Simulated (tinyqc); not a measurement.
Worked calculation: geometry optimisation on the UHF/sto-3g surface (energies and gradients from PySCF), for H3, spin multiplicity 2. Computed by tinyqc, a small Python program that keeps every step (integrals from PySCF). Settings: charge = 0, multiplicity = 2, basis = sto-3g, optimiser = bfgs, first Hessian = 1.0, largest step = 0.3, iteration cap = 30. Command: `OMP_NUM_THREADS=1 python tinyqc.py 29177 29178 out.jsonl` (the two numbers bound the seeds that draw the settings). One thread of a shared host (Intel(R) Xeon(R) Processor @ 2.60GHz), about 1 s of CPU time with the checks.

## Step 1: energy and gradient

positions at the start (bohr):
```
,x,y,z
1H,0.0000,-0.0605,-0.1039
2H,-0.0321,0.0113,1.7102
3H,0.0718,1.5137,-0.7313
```

Self-consistent energy and analytic gradient at these positions.

energy = -1.510700 hartree

gradient (hartree/bohr):
```
,x,y,z
1H,-0.001722,-0.051234,-0.011610
2H,0.002409,0.044139,-0.038172
3H,-0.000687,0.007095,0.049782
```

## Step 1: move

Quasi-Newton step p = -H^(-1) g (first H = 1 times the unit matrix); steps longer than 0.3 bohr are cut back.

positions after step 1 (bohr):
```
,x,y,z
1H,0.0017,-0.0092,-0.0923
2H,-0.0345,-0.0328,1.7484
3H,0.0725,1.5066,-0.7811
```

## Step 2: energy and gradient

As before.

energy = -1.518862 hartree

gradient (hartree/bohr):
```
,x,y,z
1H,-0.001842,-0.050521,-0.003964
2H,0.002083,0.037281,-0.034751
3H,-0.000241,0.013241,0.038714
```

## Step 2: move

inverse Hessian in use (bohr^2/hartree), lower triangle:
```
,1,2,3,4,5,6,7,8,9
1,1.0039
2,0.1089,4.0338
3,0.0126,0.3280,0.9929
4,-0.0046,-0.1286,-0.0122,1.0054
5,-0.0837,-2.3138,-0.2146,0.0967,2.7350
6,0.0764,2.1215,0.2129,-0.0893,-1.6043,2.4772
7,0.0008,0.0197,-0.0004,-0.0007,-0.0130,0.0128,1.0000
8,-0.0252,-0.7200,-0.1134,0.0319,0.5788,-0.5172,-0.0068,1.1412
9,-0.0890,-2.4495,-0.2058,0.1015,1.8189,-1.6902,-0.0125,0.6306,2.8960
```

Quasi-Newton step p = -H^(-1) g (the inverse Hessian comes from BFGS updates; coordinates in the order x, y, z of each atom); steps longer than 0.3 bohr are cut back (factor 0.385 here).

positions after step 2 (bohr):
```
,x,y,z
1H,0.0083,0.1717,-0.0748
2H,-0.0421,-0.1690,1.8741
3H,0.0736,1.4619,-0.9243
```

## Step 3: energy and gradient

As before.

energy = -1.540038 hartree

gradient (hartree/bohr):
```
,x,y,z
1H,-0.002089,-0.044664,0.020496
2H,0.001495,0.022992,-0.032401
3H,0.000594,0.021672,0.011906
```

## Step 3: move

inverse Hessian in use (bohr^2/hartree), lower triangle:
```
,1,2,3,4,5,6,7,8,9
1,1.0074
2,0.1943,6.1087
3,0.0010,-0.0203,0.9061
4,-0.0080,-0.2090,0.0030,1.0085
5,-0.1407,-3.6713,0.0675,0.1487,3.6029
6,0.1381,3.6266,-0.0230,-0.1478,-2.5952,3.5670
7,0.0006,0.0147,-0.0040,-0.0005,-0.0080,0.0097,0.9999
8,-0.0537,-1.4374,-0.0472,0.0604,1.0684,-1.0313,-0.0067,1.3690
9,-0.1391,-3.6062,0.1169,0.1448,2.5277,-2.5440,-0.0057,1.0785,3.4271
```

Quasi-Newton step p = -H^(-1) g (the inverse Hessian comes from BFGS updates; coordinates in the order x, y, z of each atom); steps longer than 0.3 bohr are cut back (factor 0.342 here).

positions after step 3 (bohr):
```
,x,y,z
1H,0.0155,0.3599,-0.0824
2H,-0.0497,-0.3012,2.0078
3H,0.0738,1.4058,-1.0505
```

## Convergence

Stop when the largest gradient component is below 3e-5 hartree/bohr. The inverse Hessian follows the BFGS update with s = step, y = change of gradient.

Course of the optimisation:
```
step,E (hartree),largest gradient (hartree/bohr)
1,-1.510700,5.12e-02
2,-1.518862,5.05e-02
3,-1.540038,4.47e-02
4,-1.555672,3.03e-02
5,-1.565709,2.35e-02
6,-1.572333,1.59e-02
7,-1.576429,2.25e-02
8,-1.578665,3.49e-02
9,-1.580629,2.45e-02
10,-1.582285,2.89e-03
11,-1.582865,1.71e-02
12,-1.583329,7.57e-03
13,-1.583634,7.17e-03
14,-1.583813,1.55e-03
15,-1.583856,9.10e-03
16,-1.583924,1.04e-03
17,-1.583957,1.00e-03
18,-1.583985,5.39e-03
19,-1.584014,3.75e-04
20,-1.584029,5.27e-04
21,-1.584027,4.35e-03
22,-1.584047,1.31e-04
23,-1.584054,2.90e-04
24,-1.584035,4.85e-03
25,-1.584060,8.53e-05
26,-1.584063,2.15e-04
27,-1.584048,4.39e-03
28,-1.584067,1.09e-04
29,-1.584069,2.18e-04
30,-1.584059,3.72e-03
```

Distances after the last move, whose energy is not in the table (angstrom):
```
pair,distance
2H-1H,3.5413
3H-1H,0.7124
3H-2H,3.6295
```

Not converged within 30 steps: the energy rises at some steps, so steps overshoot. Reruns: method bfgs, first Hessian 0.6, largest step 0.3: converged in 21 (E = -1.58408).
